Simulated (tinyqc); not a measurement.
Inside a calculation: Landau levels of a parabolic two-dimensional band. Values are carried at full precision from step to step, so a last printed digit may differ when a step is redone from the rounded ones.

In a field B along z: l = 1/sqrt((e/hbar) B) is the magnetic length, n_B = B/(h/e) the number of states per area in one level, hbar wc = 2 muB B/m for mass m in m0; 1/angstrom^2 = 1e16/cm^2.

Constants: e/hbar = 1.519267448e-05 1/(T angstrom^2); h/e = 413566.7697 T angstrom^2; hbar^2/2m0 = 3.80998211 eV angstrom^2; muB = 5.788381798e-05 eV/T; e^2/h = 3.874045865e-05 S.

Inputs chosen for the exercise (near those of a two-dimensional electron gas in Ge (111); shifted at random, so the results belong to these values and not to a real crystal): B = 1.3 T (magnetic field); n = 1.9 x 1e11/cm^2 (electron sheet density); m = 0.0815 m0 (mass); gs = 0.81 (g factor); gv = 1 (valleys).

## Scales set by the field

Give l, n_B and the filling factor nu = n/n_B.

l = 225.01 angstrom
n_B = 0.3143 x 1e11/cm^2
nu = 6.044

## The lowest levels

E(N, s) = (N + 1/2) hbar wc + s gs muB B with s = +/-1/2.

List the eight lowest, in meV, with the gap to the next.

Levels:
```
label  E (meV)  gap above (meV)
0-       0.893            0.061
0+       0.954            1.786
1-       2.739            0.061
1+       2.800            1.786
2-       4.586            0.061
2+       4.647            1.786
3-       6.433            0.061
3+       6.494            1.786
```

The largest of these gaps, 1.79 meV, first occurs above level 0+ and is kB T at 21 K.

## Where EF lies

Each listed level takes n_B electrons. At zero temperature and without broadening EF sits in the partly filled level.

Fill the listed levels in order up to nu; give the partly filled level, its energy and its filled share.

level: 3-

EF = 6.433 meV
filled share = 0.044

## Fields of the Hall plateaus

A plateau is centred where nu = n/n_B equals 1, 2, 3, 4, 5, 6; there rho_xy = h/(nu e^2).

Plateaus:
```
nu  B (T)  1/B (1/T)  rho_xy (kohm)
1   7.858     0.1273        25.8128
2   3.929     0.2545        12.9064
3   2.619     0.3818         8.6043
4   1.964     0.5091         6.4532
5   1.572     0.6363         5.1626
6   1.310     0.7636         4.3021
```

These counts hold wherever the levels are resolved.

## Checks

- Level spacing from finite differences in the Landau gauge against hbar wc, meV: 1.84 against 1.85.

(tinyqc, `OMP_NUM_THREADS=1 python tinyqc.py 1252434 1252435 out.jsonl`, Intel(R) Xeon(R) Processor @ 2.30GHz, 1 thread, shared host, about 0.01 s.)
